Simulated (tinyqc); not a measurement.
Decay of LO phonons and the hot-phonon bottleneck in the cooling of electrons: one step, computed by the program tinyqc.

n(E, T) = 1/(exp(E/(k_B T)) - 1) is the Bose occupation. Electrons have a temperature T_e; the LO modes within their reach share one occupation N; the decay products stay at the lattice temperature.

Task: Lifetime and Raman width. Decay rate 1/tau = (1/tau_0) [1 + n(f hbar omega) + n((1 - f) hbar omega)]. Full width Gamma = 1/(2 pi c tau) in 1/cm, c in cm/s.

Inputs (values chosen for the exercise, modelled on silicon carbide):
```
quantity                                     value  unit
LO energy hbar omega                           120   meV
lifetime at T = 0, tau_0                       4.9    ps
share f of the energy in the softer product   0.39     -
lattice temperature T                          300     K
```

Decay channel: two unequal phonons (Ridley).

Constants: k_B = 8.617333262e-05 eV/K; c = 299792458 m/s.

Give: thermal factor tau_0/tau; phonon lifetime tau; Raman width Gamma; equilibrium LO occupation N_0.

Result:

thermal factor tau_0/tau = 1.258

phonon lifetime tau = 3.894 ps

Raman width Gamma = 1.363 1/cm

equilibrium LO occupation N_0 = 0.009734

Stimulated decay shortens the lifetime by 21 %.
